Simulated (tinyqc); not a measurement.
What moves the results: dielectric confinement in a thin film (image charges). A value that a table varies takes the place of the one given here.

A film |z| < t/2 of dielectric constant eps between half-spaces of dielectric constant e2; lam = (eps - e2)/(eps + e2), q = e^2/(4 pi eps0). The self-energy of a band edge is taken with the high-frequency value, e2 = eh, and the field of a fixed ion with the static one, e2 = eo. A charge at z has images lam^|n| at n t + (-1)^n z. Its self-energy is S(z) = (q/2 eps) sum over n >= 1 of lam^n [1/(n t - 2z) + 1/(n t + 2z)] for odd n and 2 lam^n/(n t) for even n; at the centre S(0) = -(q/(eps t)) ln(1 - lam).

Donor at the centre, lam from the static eo, trial function cos(pi z/t) exp(-rho/l): E(l) = c/(m l^2) - (q/eps) times the integral over k of F(k t) (1 + (k l/2)^2)^(-3/2), with F(x) = F0 + 2 lam exp(-x) G/(1 - lam exp(-x)), F0 = 2[(1 - exp(-x/2))/x + x (1 + exp(-x/2))/(x^2 + 4 pi^2)], G = 2 sinh(x/2)[1/x - x/(x^2 + 4 pi^2)]; c = hbar^2/2m0. The binding energy is -E at the minimum, counted from the subband edge with its self-energy.

Constants: e^2/(4 pi eps0) = 14.39964547 eV angstrom; hbar^2/2m0 = 3.80998211 eV angstrom^2; Ry = 13.60569312 eV.

Inputs chosen for the exercise (near those of a Si (100) film, two-fold valleys, in vacuum; shifted at random, so the results belong to these values and not to a real crystal):
- eps = 11.9 (dielectric constant of the film)
- eh = 1 (high-frequency dielectric constant outside)
- eo = 1 (static dielectric constant outside)
- m = 0.195 m0 (mass in the plane)
- mz = 0.936 m0 (mass across the film)
- ts = (10, 15, 22, 32, 48, 70, 100) angstrom (thicknesses)
- t = 78 angstrom (film thickness)

## Thinning the film

<S> is the mean over (2/t) cos^2(pi z/t); confinement c (pi/t)^2/mz; donor binding with and without images.

Results:
```
t (angstrom)  <S> (meV)  confinement (meV)  binding, no images (meV)  binding (meV)  l (angstrom)
10                248.4              401.7                      58.5          403.0          13.2
15                165.6              178.6                      53.7          299.9          15.7
22                112.9               83.0                      48.7          225.8          18.4
32                 77.6               39.2                      43.4          170.5          21.6
48                 51.7               17.4                      37.6          125.4          25.6
70                 35.5                8.2                      32.2           93.9          29.9
100                24.8                4.0                      27.4           71.4          34.7
```

Between 100 and 10 angstrom the binding goes from 71.4 to 403.0 meV; quantum confinement alone would take it from 27.4 to 58.5, so the images supply +44.0 and +344.5 meV. |<S>| goes as 1/t and exceeds the confinement energy beyond 16 angstrom. For t well above a* = 32 angstrom the separable trial function underbinds, which affects the last rows. Hard-wall energies above 300 meV (up to t = 10 angstrom) overstate the confinement: walls are finite and valleys non-parabolic.

## Choice of the surrounding dielectric

The same film between different dielectrics; in this table one value e2 serves for both eo and eh.

Results:
```
case         lam  <S> (meV)  binding (meV)  l (angstrom)
e2 = 1     0.845       31.8           86.4          31.3
e2 = 2.5   0.653       18.7           62.0          31.9
e2 = 3.9   0.506       12.7           51.4          32.3
e2 = 7.5   0.227        4.8           38.2          33.2
e2 = 16   -0.147       -2.6           26.8          34.3
e2 = 25   -0.355       -5.9           22.1          35.0
e2 = 80   -0.741      -11.2           15.1          36.4
```

The binding spans a factor 5.7, from 86 meV in vacuum to 15.1 meV for e2 = 80; going from 3.9 to 25 changes it by -29.3 meV and the band edge by -18.6 meV, so the binding responds 1.58 times as much as the edge (for an orbit much smaller than t the binding would change by twice the change of S(0), -31.3 meV; here l/t = 0.41 for e2 = 3.9).

## What each parameter does

<S> is the mean over (2/t) cos^2(pi z/t). Each row changes one parameter from the base and keeps the others.

Results:
```
case             lam from eh  <S> (meV)  binding (meV)  l (angstrom)
base                   0.845       31.8           86.4          31.3
t = 72 angstrom        0.845       34.5           91.9          30.3
eps = 10.7             0.829       33.7           95.2          29.5
eo = 1.4               0.845       31.8           77.1          31.5
eh = 1.3               0.803       28.0           86.4          31.3
m = 0.234 m0           0.845       31.8           90.1          28.1
```

The largest shifts from the base row, up to three for each result and ties (the steps differ in size, so this ranks the rows, not the parameters). lam from eh: eh -0.042, eps -0.016; unchanged at the printed digits by t, eo and m. <S> (meV): eh -3.9, t +2.7, eps +1.8; unchanged at the printed digits by eo and m. binding (meV): eo -9.3, eps +8.7, t +5.5; unchanged at the printed digits by eh. l (angstrom): m -3.2, eps -1.8, t -1.0; unchanged at the printed digits by eh.

Run: tinyqc, `OMP_NUM_THREADS=1 python tinyqc.py 1282786 1282787 out.jsonl`; Intel(R) Xeon(R) Processor @ 2.30GHz, one thread, shared host; about 0.04 s of CPU time with all checks.
